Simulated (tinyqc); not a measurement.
From results to parameters: two-site tight-binding chain. Computed by the program tinyqc.

Problem. A two-site chain has site energies +delta (A) and -delta (B) and hoppings t1 > t2 > 0, so E = +/- sqrt(delta^2 + |t1 + t2 exp(-ika)|^2). Find delta, t1 and t2.

upper band at k = 0 = 1.770875 eV
upper band at the zone edge = 0.850412 eV
weight of the upper band on site A at the zone edge = 0.829252

Solution. The weight on A is (1 + delta/E)/2, which gives delta; then t1 + t2 = sqrt(E(0)^2 - delta^2) and t1 - t2 = sqrt(E(edge)^2 - delta^2).

delta, t1, t2 (eV): 0.5600  1.1600  0.5200
